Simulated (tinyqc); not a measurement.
MP2 on RHF in the sto-6g basis, for H4, spin multiplicity 1, step by step. One step of it, computed by the program tinyqc.

Task: Second-order Moller-Plesset energy. E2 = sum_ijab (ia|jb) [2 (ia|jb) - (ib|ja)] / (e_i + e_j - e_a - e_b) over occupied i, j and virtual a, b; the opposite-spin part is (ia|jb)^2 / denominator, the rest is same-spin, and SCS-MP2 scales them by 6/5 and 1/3.

orbital energies (hartree): MO1 -0.663281, MO2 -0.382951, MO3 0.408101, MO4 0.774934

Two-electron integrals over orbitals (pq|rs), unique and non-zero (hartree):
```
(11|11) 0.506300   (21|21) 0.167477   (22|11) 0.501246   (22|22) 0.513586
(31|31) 0.111507   (32|32) 0.082008   (33|11) 0.489777   (33|22) 0.488166
(33|33) 0.497686   (41|32) 0.080639   (41|41) 0.079348   (42|31) 0.113670
(42|42) 0.124108   (43|21) 0.164677   (43|43) 0.180953   (44|11) 0.498656
(44|22) 0.508711   (44|33) 0.507286   (44|44) 0.527871
```

Hartree-Fock energy = -2.10250164 hartree

Give: Terms; Pair energies; MP2 correlation energy; SCS-MP2 correlation energy; MP2 total energy.

Result:

Terms:
```
i  j  a  b  (ia|jb)  (ib|ja)  denominator     term
1  2  3  4   0.1137   0.0806      -2.2293  -0.0075
2  1  4  3   0.1137   0.0806      -2.2293  -0.0075
2  2  4  4   0.1241   0.1241      -2.3158  -0.0067
1  1  3  3   0.1115   0.1115      -2.1428  -0.0058
2  2  3  3   0.0820   0.0820      -1.5821  -0.0043
1  1  4  4   0.0793   0.0793      -2.8764  -0.0022
2  1  3  4   0.0806   0.1137      -2.2293  -0.0017
1  2  4  3   0.0806   0.1137      -2.2293  -0.0017
```

Pair energies (hartree; pair i-j sums ij and ji):
```
pair  opposite spin  same spin
1-1         -0.0080     0.0000
2-1         -0.0174    -0.0010
2-2         -0.0109     0.0000
```

MP2 correlation energy = -0.037298 hartree

SCS-MP2 correlation energy = -0.043910 hartree

MP2 total energy = -2.139800 hartree
